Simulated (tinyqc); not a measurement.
# Abrupt p-n junction, non-linear Poisson equation by Newton steps: starts and damping rules compared

One dimension, p side on the left, n side on the right; net doping C = -Na for x < 0 and +Nd for x > 0. The potential psi is counted from the intrinsic level, and the quasi-Fermi potentials are flat: 0 for holes and -V for electrons, so n = ni exp((psi + V)/Vt) and p = ni exp(-psi/Vt) (Boltzmann statistics, full ionisation, no current).

a_i = eps0 eps_r/h_i for the interval from node i to i + 1, with h_i = x_(i+1) - x_i in cm.

n_i = ni exp((psi_i + V)/Vt), p_i = ni exp(-psi_i/Vt), rho_i = p_i - n_i + C_i, g_i = (n_i + p_i)/Vt. Box widths w_i = (h_(i-1) + h_i)/2 in cm. Residual F_i = a_i (psi_(i+1) - psi_i) - a_(i-1) (psi_i - psi_(i-1)) + q rho_i w_i; Jacobian: a_(i-1) and a_i beside the diagonal, b_i = -a_(i-1) - a_i - q g_i w_i on it. The two end nodes are fixed.

Iterations until the largest undamped |d| is below 1e-9 V (the last, tiny step is counted), with a cap of 100; "overflow" would mean that an exponential left the range of double precision. Starts:
- neutral: psi_p = -Vt ln(Na/ni) on nodes with x < 0 and psi_n = Vt ln(Nd/ni) - V on the others.
- depletion: The parabolas of an abrupt Na-Nd junction in the depletion approximation: psi_p + q Na (x + xp)^2/(2 eps0 eps_r) for -xp < x < 0, psi_n - q Nd (xn - x)^2/(2 eps0 eps_r) for 0 < x < xn, flat outside, with W = sqrt(2 eps0 eps_r (psi_n - psi_p)(1/Na + 1/Nd)/q), xp = W Nd/(Na + Nd), xn = W Na/(Na + Nd), psi_p = -Vt ln(Na/ni), psi_n = Vt ln(Nd/ni) - V.
- linear: A straight line in x from psi_p = -Vt ln(Na/ni) at the first node to psi_n = Vt ln(Nd/ni) - V at the last.

Rules for the step d, which solves the tridiagonal system a_(i-1) d_(i-1) + b_i d_i + a_i d_(i+1) = -F_i:
- full Newton steps: the full step is added.
- logarithmic damping: each component d is damped to sign(d) Vt ln(1 + |d|/Vt) before it is added.
- steps capped at 4 Vt: if the largest |d| exceeds 4 Vt, the whole step is scaled down so that it equals 4 Vt.
- halved steps: half of the step is added while the largest |d| exceeds 1.5 Vt, the full step after that.

Parameters, values chosen for the exercise; band and dielectric values close to those of gallium phosphide: temperature T = 325 K; band gap Eg = 2.22 eV; relative permittivity eps_r = 11.2; conduction-band density of states at T Nc = 1.98e19 cm^-3; valence-band density of states at T Nv = 2.16e19 cm^-3; acceptor density of the p side Na = 2e18 cm^-3; donor density of the n side Nd = 5.6e17 cm^-3; bias of the p side against the n side V = 0 V.

Constants: q = 1.602176634e-19 C, kB = 1.380649e-23 J/K, Vt = kB T/q, eps0 = 8.8541878128e-14 F/cm where lengths are in cm. Results are converted to the units shown.

| node | x (nm) | net doping C (cm^-3) |
|---|---|---|
| 0 | -45.6 | -2e18 |
| 1 | -31.8 | -2e18 |
| 2 | -20.4 | -2e18 |
| 3 | -11 | -2e18 |
| 4 | -3.2 | -2e18 |
| 5 | 3.2 | 5.6e17 |
| 6 | 11.3 | 5.6e17 |
| 7 | 21.4 | 5.6e17 |
| 8 | 34.2 | 5.6e17 |
| 9 | 50.3 | 5.6e17 |
| 10 | 70.6 | 5.6e17 |
| 11 | 96.1 | 5.6e17 |
| 12 | 128 | 5.6e17 |

ni = 126.701 cm^-3

Iterations needed:

|  | full Newton steps | logarithmic damping | steps capped at 4 Vt | halved steps |
|---|---|---|---|---|
| neutral | 9 | 23 | 17 | 12 |
| depletion | 4 | 5 | 4 | 4 |
| linear | 40 | 15 | 13 | 17 |

What do the numbers show?

The fewest iterations, 4, are needed by full Newton steps from the depletion start and steps capped at 4 Vt from the depletion start and halved steps from the depletion start. Every pairing converges. Lowest count for the worst start: steps capped at 4 Vt, at most 17 iterations.

Computed by the program tinyqc: `OMP_NUM_THREADS=1 python tinyqc.py 2000097 2000098 out.jsonl`, one thread of a shared Intel Xeon 2.30GHz, about 0.02 s for the whole run.
